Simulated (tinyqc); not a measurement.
Diamond against structures with more neighbours: Stillinger-Weber potential for a tetrahedral semiconductor. Computed by tinyqc, a small Python program. Command: `OMP_NUM_THREADS=1 python tinyqc.py 3019345 3019346 out.jsonl swsi walk`. One thread of a shared host (Intel(R) Xeon(R) Processor @ 2.30GHz), about 0.03 s of CPU time with the checks.

With x = r/sigma: pair term eps A (B x^-4 - 1) exp(1/(x - a)); for each pair of neighbours j, k of atom i, three-body term eps lambda exp(gamma/(x_ij - a) + gamma/(x_ik - a)) (cos theta_jik + 1/3)^2; both vanish beyond x = a. A = 7.049556277, B = 0.6022245584, a = 1.8.

Inputs (values chosen for the exercise, modelled on silicon): energy scale eps = 2.048 eV; length scale sigma = 2.095 angstrom; three-body strength lambda = 19.2; gamma = 1.2.

Method. Each structure is relaxed in its neighbour distance d (lowest minimum for d between sigma and 1.7 sigma), with all neighbours inside the cut-off, second shells too where they fall inside.

Energies per atom (eV):
```
structure     first neighbours  d (angstrom)     pair  three-body    total  volume (angstrom^3)
diamond                      4        2.3516  -4.0960      0.0000  -4.0960               20.021
simple cubic                 6        2.5933  -5.4368      1.4672  -3.9696               17.440
bcc                          8        2.7925  -6.3296      2.2972  -4.0324               16.763
fcc                         12        2.9131  -6.3214      2.3899  -3.9315               17.480
```

What follows from these numbers?

The order is diamond < bcc < simple cubic < fcc, the lowest two 0.064 eV apart. Against diamond the pair energy changes by -1.34 (simple cubic), -2.23 (bcc), -2.23 (fcc) eV, while angles away from 109.47 degrees cost 1.47, 2.30, 2.39 eV; the bonds stretch to 2.91 angstrom in fcc to weaken that penalty.

Extremes, crossings and ranges named in words are read from the listed rows.
